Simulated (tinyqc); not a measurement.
Worked calculation (part 2 of 2): MP2 on RHF in the sto-3g basis, frozen core, for BeH2, spin multiplicity 1. Computed by tinyqc, a small Python program that keeps every step (integrals from PySCF). Command: `OMP_NUM_THREADS=1 python tinyqc.py 31392 31393 out.jsonl` (the two numbers bound the seeds that draw the settings). One thread of a shared host (Intel(R) Xeon(R) Processor @ 2.60GHz), about 0.1 s of CPU time with the checks.

Geometry (angstrom):
```
atom         x          y         z
Be    0.000000   0.000000  0.000000
H     0.000000   1.596000  0.000000
H     0.000000  -1.596000  0.000000
```

## Second-order Moller-Plesset energy

orbital energies (hartree): [-4.535299, -0.412945, -0.369700, 0.213673, 0.213673, 0.343949, 0.678696]

Two-electron integrals over orbitals (pq|rs), unique and non-zero (hartree); the lowest 1 orbital is frozen and left out:
```
(22|22) 0.371237    (32|32) 0.157817    (33|22) 0.382671    (33|33) 0.406080
(42|42) 0.047265    (43|43) 0.012209    (44|22) 0.351799    (44|33) 0.332243
(44|44) 0.449859    (52|52) 0.047265    (53|53) 0.012209    (54|54) 0.024249
(55|22) 0.351799    (55|33) 0.332243    (55|44) 0.401360    (55|55) 0.449859
(62|22) -0.013627   (62|33) -0.040710   (62|44) 0.069164    (62|55) 0.069164
(62|62) 0.083952    (63|32) -0.092066   (63|63) 0.088007    (64|42) 0.046456
(64|64) 0.048978    (65|52) 0.046456    (65|65) 0.048978    (66|22) 0.373422
(66|33) 0.384573    (66|44) 0.350320    (66|55) 0.350320    (66|62) -0.027190
(66|66) 0.390379    (72|32) -0.038605   (72|63) 0.062990    (72|72) 0.057442
(73|22) 0.001415    (73|33) -0.017973   (73|44) 0.071388    (73|55) 0.071388
(73|62) 0.079608    (73|66) -0.020291   (73|73) 0.087829    (74|43) 0.013191
(74|74) 0.016980    (75|53) 0.013191    (75|75) 0.016980    (76|32) 0.139236
(76|63) -0.091248   (76|72) -0.046409   (76|76) 0.136029    (77|22) 0.397065
(77|33) 0.412690    (77|44) 0.375829    (77|55) 0.375829    (77|62) -0.017249
(77|66) 0.406969    (77|73) 0.004669    (77|77) 0.450094
```

Hartree-Fock energy = -15.50532765 hartree

E2 = sum_ijab (ia|jb) [2 (ia|jb) - (ib|ja)] / (e_i + e_j - e_a - e_b) over occupied i, j and virtual a, b; the opposite-spin part is (ia|jb)^2 / denominator, the rest is same-spin, and SCS-MP2 scales them by 6/5 and 1/3.

Terms:
```
i  j  a  b   (ia|jb)   (ib|ja)  denominator       term
3  3  6  6  0.088007  0.088007    -1.427298  -0.005426
2  2  6  6  0.083952  0.083952    -1.513788  -0.004656
2  3  6  7  0.079608  0.062990    -1.805290  -0.004243
3  2  7  6  0.079608  0.062990    -1.805290  -0.004243
3  3  7  7  0.087829  0.087829    -2.096792  -0.003679
2  2  5  5  0.047265  0.047265    -1.253236  -0.001783
2  2  4  4  0.047265  0.047265    -1.253236  -0.001783
2  3  7  6  0.062990  0.079608    -1.805290  -0.001618
3  2  6  7  0.062990  0.079608    -1.805290  -0.001618
2  2  7  7  0.057442  0.057442    -2.183283  -0.001511
3  3  5  5  0.012209  0.012209    -1.166745  -0.000128
3  3  4  4  0.012209  0.012209    -1.166745  -0.000128
```

Pair energies (hartree; pair i-j sums ij and ji):
```
pair  opposite spin  same spin
2-2       -0.009732   0.000000
3-2       -0.011417  -0.000306
3-3       -0.009361   0.000000
```

MP2 correlation energy = -0.03081573 hartree

SCS-MP2 correlation energy = -0.03671371 hartree

MP2 total energy = -15.53614339 hartree
